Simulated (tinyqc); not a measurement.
Surface Green function of a zigzag honeycomb ribbon two chains wide, Sancho-Rubio decimation: two steps of the calculation.

A semi-infinite lead of cells 0, 1, 2, ... with H0 inside a cell and H1 = <cell i|H|cell i + 1>. Cell of four sites joined 1-2-3-4 by -t; site 2 joins site 1 of the next cell and site 3 joins site 4 of the next cell. z = E + i eta.

Inputs (values chosen for the exercise):
```
symbol,value,unit,meaning
E,-1.27,eV,energy
eta,0.1,eV,broadening
```

Question 1. Decimation. Start with e_s = e = H0, a = H1, b = H1^dagger. Each round: g = (z - e)^(-1); e_s <- e_s + a g b; e <- e + a g b + b g a; a <- a g a; b <- b g b (all with the old a, b). Round k joins cells 2^k apart.

e_s after round 1 (eV):
```
                       1                      2                      3                      4
1   0.0000000+0.0000000i  -1.0000000+0.0000000i   0.0000000+0.0000000i   0.0000000+0.0000000i
2  -1.0000000+0.0000000i  -0.4142782-0.2003289i  -0.2343168-0.0306955i   0.0000000+0.0000000i
3   0.0000000+0.0000000i  -0.2343168-0.0306955i  -0.4142782-0.2003289i  -1.0000000+0.0000000i
4   0.0000000+0.0000000i   0.0000000+0.0000000i  -1.0000000+0.0000000i   0.0000000+0.0000000i
```

e after round 1 (eV):
```
                       1                      2                      3                      4
1   0.5550699-0.3158805i  -1.0000000+0.0000000i   0.0000000+0.0000000i   1.2195169-0.2436854i
2  -1.0000000+0.0000000i  -0.4142782-0.2003289i  -0.2343168-0.0306955i   0.0000000+0.0000000i
3   0.0000000+0.0000000i  -0.2343168-0.0306955i  -0.4142782-0.2003289i  -1.0000000+0.0000000i
4   1.2195169-0.2436854i   0.0000000+0.0000000i  -1.0000000+0.0000000i   0.5550699-0.3158805i
```

a after round 1 (eV):
```
                        1                       2                       3                       4
1  0.00000000+0.00000000i  0.00000000+0.00000000i  0.00000000+0.00000000i  0.00000000+0.00000000i
2  0.45383374-0.21298985i  0.00000000+0.00000000i  0.00000000+0.00000000i  0.96934811-0.11555161i
3  0.96934811-0.11555161i  0.00000000+0.00000000i  0.00000000+0.00000000i  0.45383374-0.21298985i
4  0.00000000+0.00000000i  0.00000000+0.00000000i  0.00000000+0.00000000i  0.00000000+0.00000000i
```

b after round 1 (eV):
```
                        1                       2                       3                       4
1  0.00000000+0.00000000i  0.45383374-0.21298985i  0.96934811-0.11555161i  0.00000000+0.00000000i
2  0.00000000+0.00000000i  0.00000000+0.00000000i  0.00000000+0.00000000i  0.00000000+0.00000000i
3  0.00000000+0.00000000i  0.00000000+0.00000000i  0.00000000+0.00000000i  0.00000000+0.00000000i
4  0.00000000+0.00000000i  0.96934811-0.11555161i  0.45383374-0.21298985i  0.00000000+0.00000000i
```

Wanted: g; e_s after round 2; e after round 2; a after round 2; b after round 2.

Answer 1.

g (1/eV):
```
               1              2              3              4
1   0.419-1.027i   0.572-0.932i  -0.846+0.356i  -0.779+0.760i
2   0.572-0.932i  -0.288-1.298i  -0.924-0.274i  -0.846+0.356i
3  -0.846+0.356i  -0.924-0.274i  -0.288-1.298i   0.572-0.932i
4  -0.779+0.760i  -0.846+0.356i   0.572-0.932i   0.419-1.027i
```

e_s after round 2 (eV):
```
               1              2              3              4
1   0.000+0.000i  -1.000+0.000i   0.000+0.000i   0.000+0.000i
2  -1.000+0.000i  -0.641-0.457i  -0.948+0.050i   0.000+0.000i
3   0.000+0.000i  -0.948+0.050i  -0.641-0.457i  -1.000+0.000i
4   0.000+0.000i   0.000+0.000i  -1.000+0.000i   0.000+0.000i
```

e after round 2 (eV):
```
               1              2              3              4
1  -1.209-1.355i  -1.000+0.000i   0.000+0.000i  -0.810-1.085i
2  -1.000+0.000i  -0.641-0.457i  -0.948+0.050i   0.000+0.000i
3   0.000+0.000i  -0.948+0.050i  -0.641-0.457i  -1.000+0.000i
4  -0.810-1.085i   0.000+0.000i  -1.000+0.000i  -1.209-1.355i
```

a after round 2 (eV):
```
                 1               2               3                4
1   0.0000+0.0000i  0.0000+0.0000i  0.0000+0.0000i   0.0000+0.0000i
2  -0.2848-0.5177i  0.0000+0.0000i  0.0000+0.0000i  -0.7776-0.3301i
3  -0.7776-0.3301i  0.0000+0.0000i  0.0000+0.0000i  -0.2848-0.5177i
4   0.0000+0.0000i  0.0000+0.0000i  0.0000+0.0000i   0.0000+0.0000i
```

b after round 2 (eV):
```
                1                2                3               4
1  0.0000+0.0000i  -0.2848-0.5177i  -0.7776-0.3301i  0.0000+0.0000i
2  0.0000+0.0000i   0.0000+0.0000i   0.0000+0.0000i  0.0000+0.0000i
3  0.0000+0.0000i   0.0000+0.0000i   0.0000+0.0000i  0.0000+0.0000i
4  0.0000+0.0000i  -0.7776-0.3301i  -0.2848-0.5177i  0.0000+0.0000i
```

Question 2. Self-energy, Dyson check and densities of states. Sigma = H1 g_s H1^dagger is what the lead adds to one more cell, and (z - H0 - Sigma)^(-1) must give g_s back. Densities of states: -Im of the diagonals over pi.

H0 (eV):
```
    1   2   3   4
1   0  -1   0   0
2  -1   0  -1   0
3   0  -1   0  -1
4   0   0  -1   0
```

H1 (eV):
```
    1  2  3   4
1   0  0  0   0
2  -1  0  0   0
3   0  0  0  -1
4   0  0  0   0
```

converged surface Green function g_s (1/eV):
```
                         1                       2                       3                        4
1  -0.60040222-0.53384127i  0.18410506-0.61793819i  0.53665914+0.12586523i   0.41220690+0.13156371i
2   0.18410506-0.61793819i  0.17201961-0.80319200i  0.69414363+0.10618292i   0.53665914+0.12586523i
3   0.53665914+0.12586523i  0.69414363+0.10618292i  0.17201961-0.80319200i   0.18410506-0.61793819i
4   0.41220690+0.13156371i  0.53665914+0.12586523i  0.18410506-0.61793819i  -0.60040222-0.53384127i
```

converged bulk Green function (1/eV):
```
                         1                       2                       3                        4
1  -0.10226821-0.73129082i  0.39849515-0.45925626i  0.06429741+0.30563541i   0.06296651+0.48627361i
2   0.39849515-0.45925626i  0.00604234-0.88473106i  0.12221038-0.20570015i   0.06429741+0.30563541i
3   0.06429741+0.30563541i  0.12221038-0.20570015i  0.00604234-0.88473106i   0.39849515-0.45925626i
4   0.06296651+0.48627361i  0.06429741+0.30563541i  0.39849515-0.45925626i  -0.10226821-0.73129082i
```

Find: Sigma; (z - H0 - Sigma)^(-1); surface density of states; bulk density of states.

Answer 2.

Sigma (eV):
```
                  1                  2                  3                 4
1  0.00000+0.00000i   0.00000+0.00000i   0.00000+0.00000i  0.00000+0.00000i
2  0.00000+0.00000i  -0.60040-0.53384i   0.41221+0.13156i  0.00000+0.00000i
3  0.00000+0.00000i   0.41221+0.13156i  -0.60040-0.53384i  0.00000+0.00000i
4  0.00000+0.00000i   0.00000+0.00000i   0.00000+0.00000i  0.00000+0.00000i
```

(z - H0 - Sigma)^(-1) (1/eV):
```
                   1                 2                 3                  4
1  -0.60040-0.53384i  0.18411-0.61794i  0.53666+0.12587i   0.41221+0.13156i
2   0.18411-0.61794i  0.17202-0.80319i  0.69414+0.10618i   0.53666+0.12587i
3   0.53666+0.12587i  0.69414+0.10618i  0.17202-0.80319i   0.18411-0.61794i
4   0.41221+0.13156i  0.53666+0.12587i  0.18411-0.61794i  -0.60040-0.53384i
```

```
orbital  surface density of states (1/eV)  bulk density of states (1/eV)
1                                 0.16993                        0.23278
2                                 0.25566                        0.28162
3                                 0.25566                        0.28162
4                                 0.16993                        0.23278
```

Program tinyqc, `OMP_NUM_THREADS=1 python tinyqc.py 2680124 2680125 out.jsonl`; Intel Xeon 2.30GHz, shared host, one thread, about 0.08 s.
